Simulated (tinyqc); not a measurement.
Inside a calculation. Model: p-n diode with diffusion and depletion-layer recombination.

Computed by the program tinyqc: `OMP_NUM_THREADS=1 python tinyqc.py 2260106 2260107 out.jsonl`, one thread of a shared Intel Xeon 2.30GHz, about 0.01 s for the whole run. Printed values are rounded.

Abrupt junction in the depletion approximation, low injection, full ionisation, neutral widths fixed, ohmic contact on the p side. Vj is the junction voltage; where a series resistance Rs is given, V = Vj + J Rs is the terminal voltage.

Parameters, values chosen for the exercise; band and dielectric values close to those of 4H silicon carbide: temperature T = 400 K; band gap Eg = 3.28 eV; relative permittivity eps_r = 9.75; conduction-band density of states at T Nc = 2.59e19 cm^-3; valence-band density of states at T Nv = 3.8e19 cm^-3; acceptor density Na = 2.6e16 cm^-3; donor density Nd = 2.4e15 cm^-3; electron mobility in the p side mun = 670 cm^2/(V s); hole mobility in the n side mup = 97 cm^2/(V s); electron lifetime tn = 9e-6 s; hole lifetime tp = 5e-8 s; neutral width of the p side wp = 2.3 um; neutral width of the n side wn = 1.5 um; recombination velocity at the n contact Sp = 1e7 cm/s; series resistance Rs = 0.0054 ohm cm^2; trap level above the intrinsic level Et = 0 eV; junction voltage at which recombination is evaluated Vj = 2.11 V; terminal voltage V = 2.64 V.

Constants: q = 1.602176634e-19 C, kB = 1.380649e-23 J/K, Vt = kB T/q, eps0 = 8.8541878128e-14 F/cm where lengths are in cm. Results are converted to the units shown.

Range of the model: At the terminal voltage used the injected minority density exceeds a tenth of the lighter doping, so the low-injection formulas overstate the current.

## Diffusion lengths and saturation currents

ni = sqrt(Nc Nv) exp(-Eg/(2 Vt)), Eg in volts; D = mu Vt; Ln = sqrt(Dn tn), Lp = sqrt(Dp tp); J0n = q ni^2 Dn coth(wp/Ln)/(Ln Na); J0p = (q ni^2 Dp/(Lp Nd)) (s + tanh(wn/Lp))/(1 + s tanh(wn/Lp)), s = Sp Lp/Dp.

ni = 0.0681477 cm^-3
Ln = 144.170 um
Lp = 4.08872 um
J0n = 2.87380e-33 A/cm^2
J0p = 7.20317e-33 A/cm^2

wp/Ln = 0.016 and wn/Lp = 0.37; holes carry 71.5 % of the diffusion current.

## Recombination in the depleted layer

ni = sqrt(Nc Nv) exp(-Eg/(2 Vt)), Eg in volts. Vbi = Vt ln(Na Nd/ni^2), W = sqrt(2 eps0 eps_r (Vbi - Vj)(1/Na + 1/Nd)/q), xp = W Nd/(Na + Nd), xn = W Na/(Na + Nd); u(x) = q Na (x + xp)^2/(2 eps0 eps_r) for x < 0 and Vbi - Vj - q Nd (xn - x)^2/(2 eps0 eps_r) for x > 0; p = Na exp(-u/Vt), n = Nd exp((u - Vbi + Vj)/Vt); U = ni^2 (exp(Vj/Vt) - 1)/(tp (n + ni exp(Et/Vt)) + tn (p + ni exp(-Et/Vt))); J_scr = q times the integral of U from -xp to xn. Trapezoid rule on 13 equal steps.

W = 541.892 nm

| point | x (nm) | u (V) | n (cm^-3) | p (cm^-3) | U (cm^-3 s^-1) |
|---|---|---|---|---|---|
| 0 | -45.794 | 0.000000 | 6.86687e7 | 2.6e16 | 7.62986e12 |
| 1 | -4.110 | 0.041922 | 2.31712e8 | 7.70518e15 | 2.57458e13 |
| 2 | 37.574 | 0.130480 | 3.02503e9 | 5.90204e14 | 3.36115e14 |
| 3 | 79.258 | 0.211743 | 3.19600e10 | 5.58631e13 | 3.55110e15 |
| 4 | 120.942 | 0.285268 | 2.69756e11 | 6.61851e12 | 2.99662e16 |
| 5 | 162.626 | 0.351052 | 1.81897e12 | 9.81539e11 | 2.00048e17 |
| 6 | 204.310 | 0.409098 | 9.79863e12 | 1.82208e11 | 8.38288e17 |
| 7 | 245.994 | 0.459404 | 4.21690e13 | 4.23388e10 | 7.17166e17 |
| 8 | 287.678 | 0.501971 | 1.44981e14 | 1.23146e10 | 2.42584e17 |
| 9 | 329.362 | 0.536798 | 3.98212e14 | 4.48350e9 | 8.94887e16 |
| 10 | 371.046 | 0.563886 | 8.73790e14 | 2.04327e9 | 4.08482e16 |
| 11 | 412.730 | 0.583234 | 1.53175e15 | 1.16559e9 | 2.33086e16 |
| 12 | 454.414 | 0.594843 | 2.14514e15 | 8.32294e8 | 1.66447e16 |
| 13 | 496.098 | 0.598713 | 2.4e15 | 7.43911e8 | 1.48774e16 |

J_scr = 1.47575e-6 A/cm^2

With 2000 steps J_scr = 1.480e-6 A/cm^2; the coarse value is 0.27 % below it. U is largest at x = 204 nm among these points; the peak lies where tp n = tn p. On the fine grid U peaks at 9.959e17 cm^-3 s^-1, and J_scr/(q U_max) is 17.1 % of W, the effective width of the recombining zone.

## Starting value

Vj = Vt ln(V/(Rs J0)), the value at which all of V would drop over Rs.

Vj at the start = 2.75297 V

## Iteration 1: new Vj

J0 = J0n + J0p = 1.00770e-32 A/cm^2

Diffusion current alone: J = J0 (exp(Vj/Vt) - 1), g = Vj + J Rs - V, g' = 1 + Rs J0 exp(Vj/Vt)/Vt, Vj(new) = Vj - g/g'.

J = 488.889 A/cm^2
g = 2.75297 V
g' = 77.5898
Vj after iteration 1 = 2.71749 V

## Iteration 2: new Vj

As before.

J = 174.650 A/cm^2
g = 1.02060 V
g' = 28.3608
Vj after iteration 2 = 2.68150 V

## Iteration 3: new Vj

As before.

J = 61.4841 A/cm^2
g = 0.373516 V
g' = 10.6322
Vj after iteration 3 = 2.64637 V

## Course of the iteration

Stop when the step is below 1e-10 V, or after 80 iterations.

Course of the iteration:

| iteration | Vj before the step (V) | step (V) |
|---|---|---|
| 1 | 2.75297 | -0.0355 |
| 2 | 2.71749 | -0.0360 |
| 3 | 2.68150 | -0.0351 |
| 4 | 2.64637 | -0.0282 |
| 5 | 2.61818 | -0.0123 |
| 6 | 2.60592 | -1.44e-3 |
| 7 | 2.60449 | -1.56e-5 |
| 8 | 2.60447 | -1.80e-9 |
| 9 | 2.60447 | 0 |

Converged in 9 iterations.
